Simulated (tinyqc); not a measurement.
Silicon n-p-n transistor, Gummel numbers and transit times: one step of the calculation.

One-dimensional n-p-n transistor in the forward active mode at low injection. In the base p(x) = NB exp(-eta x/wb) and ni(x)^2 = ni^2 exp((g0 + g1 x/wb)/Vt); electrons leave the base at vsat; band spikes at the emitter junction and recombination inside the emitter are ignored.

Question. Base Gummel number and transit time. f(x) = p(x) ni^2/ni(x)^2; I(x) = integral from x to wb of f/Dn, plus f(wb)/vsat; base Gummel number GB = I(0); electron density per unit flux n/(J/q) = I/f; base transit time tauB = integral of I/f over the base. Trapezoid rule on 12 equal steps.

Values chosen for this exercise; band and dielectric values close to those of silicon:
```
symbol   value    unit                                         meaning
T          400       K                                     temperature
vsat    1.02e7    cm/s                             saturation velocity
wb          90      nm                              neutral base width
NB      2.7e17   cm^-3                 base doping at the emitter edge
eta          0                          doping falls as exp(-eta x/wb)
g0           0      eV   gap reduction at the emitter edge of the base
g1           0      eV  further gap reduction across the base (linear)
Dn         6.5  cm^2/s      electron diffusion coefficient in the base
```

Constants: q = 1.602176634e-19 C, kB = 1.380649e-23 J/K, Vt = kB T/q. Results are converted to the units shown.

Give: x; f; I; I/f; GB; tauB.

Answer.

```
point	x (nm)	f (cm^-3)	I (s/cm^4)	I/f (s/cm)
0	0.000	2.7000e17	4.0032e11	1.4827e-6
1	7.500	2.7000e17	3.6916e11	1.3673e-6
2	15.000	2.7000e17	3.3801e11	1.2519e-6
3	22.500	2.7000e17	3.0686e11	1.1365e-6
4	30.000	2.7000e17	2.7570e11	1.0211e-6
5	37.500	2.7000e17	2.4455e11	9.0573e-7
6	45.000	2.7000e17	2.1339e11	7.9035e-7
7	52.500	2.7000e17	1.8224e11	6.7496e-7
8	60.000	2.7000e17	1.5109e11	5.5958e-7
9	67.500	2.7000e17	1.1993e11	4.4419e-7
10	75.000	2.7000e17	8.8778e10	3.2881e-7
11	82.500	2.7000e17	5.7624e10	2.1342e-7
12	90.000	2.7000e17	2.6471e10	9.8039e-8
```

GB = 4.0032e11 s/cm^4
tauB = 7.1131 ps

Range of the model: Heavy doping makes emitter or base degenerate; gE and g0 are to be read as apparent gap changes that include this.

Numbers from tinyqc (`OMP_NUM_THREADS=1 python tinyqc.py 2320009 2320010 out.jsonl`; about 0.01 s on one thread of a shared Intel Xeon 2.30GHz).
